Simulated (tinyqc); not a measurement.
Worked calculation: thermal, flicker and telegraph noise of a field-effect transistor. Computed by tinyqc, a small Python program that keeps every step. Command: `OMP_NUM_THREADS=1 python tinyqc.py 3017377 3017378 out.jsonl noise walk`. One thread of a shared host (Intel(R) Xeon(R) Processor @ 2.30GHz), about 0.01 s of CPU time with the checks. Intermediate numbers are printed to about 5 digits and carried at full precision; extremes and crossings named in words are read from the listed rows.

Strong inversion, threshold roll-off and channel-length modulation left out; noise sources are uncorrelated and are given as one-sided spectral densities.

Inputs (values chosen for the exercise, modelled on a high-k silicon transistor):
```
quantity                        value         unit
width W                            13   micrometre
length L                          440           nm
electrical oxide thickness t      7.9           nm
mobility mu                       260   cm^2/(V s)
saturation velocity v_s           0.9     1e7 cm/s
overdrive V_ov                   0.49            V
thermal noise factor gamma        1.4            -
oxide trap density N_t        3.2e+16  1/(eV cm^3)
oxide barrier phi                 2.2           eV
oxide mass m_ox                  0.33          m_0
frequency f                      2000           Hz
temperature T                     400            K
```

Operating region: saturation. Flicker model: number fluctuation.

Constants: eps_0 = 8.8541878128e-12 F/m; hbar = 1.054571817e-34 J s; m_0 = 9.1093837015e-31 kg; e = 1.602176634e-19 C; k_B = 8.617333262e-05 eV/K; k_B = 1.380649e-23 J/K.

## Operating point

C_ox = 3.9 eps_0/t; V_c = 2 v_s L/mu; I = W C_ox v_s V_ov^2/(V_ov + V_c); g_m = W C_ox v_s V_ov (V_ov + 2 V_c)/(V_ov + V_c)^2; g_d0 = mu C_ox (W/L) V_ov.

C_ox = 0.43711 microfarad/cm^2

drain current I = 347.24 microampere

g_m = 1319.1 microsiemens

g_d0 = 1645.3 microsiemens

## Flicker noise

Tunnelling length lambda = hbar/(2 sqrt(2 m_ox phi)); flat-band noise S_Vfb = e^2 k_B T lambda N_t/(W L C_ox^2 f). S_I = g_m^2 S_Vfb.

tunnelling length lambda = 1.1454 angstrom

S_Vfb = 1.4838e-14 V^2/Hz

flicker S_I = 2.5819e-20 A^2/Hz

flicker S_I/I^2 = 2.1413e-13 1/Hz

## Thermal noise and corner

Thermal: S_I = 4 k_B T gamma g_d0; input-referred S_V = S_I/g_m^2; corner f_c where flicker equals thermal. Total input noise from 1 Hz to f_c: sqrt(S_V,thermal [f_c ln(f_c/1 Hz) + f_c - 1 Hz]).

thermal S_I = 5.0884e-23 A^2/Hz

input-referred thermal noise = 5.4076 nV/sqrt(Hz)

corner frequency f_c = 1.0148e+06 Hz

input noise up to f_c = 20.978 microvolt

full shot noise 2eI over thermal S_I = 2.1867

At f the noise is flicker dominated (f_c/f = 507).

## How many traps?

Active traps per decade of time constant: N_dec = N_t k_B T W L lambda ln(10); a single trap at the interface shifts the threshold by e/(W L C_ox) and the current by g_m times that; tunnelling depth for frequency f, z = lambda ln(1/(2 pi f tau_0)), tau_0 = 1e-10 s.

traps per decade = 1.6640

threshold step of one trap = 0.0064081 mV

current step of one trap = 0.0024343 %

depth probed at f = 1.5563 nm

## Telling the models apart

The formulas are those given above.

Against the overdrive:
```
V_ov (V)  I (microampere)  (g_m/I)^2 (1/V^2)  S_I/I^2 (1/Hz)  S_I/g_m^2 (V^2/Hz)
0.20                 63.0             93.934      1.3938e-12          1.4838e-14
0.25                 97.0             59.238      8.7896e-13          1.4838e-14
0.32                155.6             35.437      5.2581e-13          1.4838e-14
0.40                237.4             22.182      3.2914e-13          1.4838e-14
0.50                360.5             13.824      2.0511e-13          1.4838e-14
0.63                552.2              8.425      1.2501e-13          1.4838e-14
0.80                851.0              5.018      7.4450e-14          1.4838e-14
1.00               1263.9              3.072      4.5589e-14          1.4838e-14
```

S_I/I^2 falls as V_ov^-2.07 at first and V_ov^-2.20 at the end; (g_m/I)^2 as V_ov^-2.07 and V_ov^-2.20. The two run parallel and the input-referred noise is flat: the mark of pure number fluctuation.

Checks made by the program: g_m against a numerical derivative of I (relative difference below 1e-10).
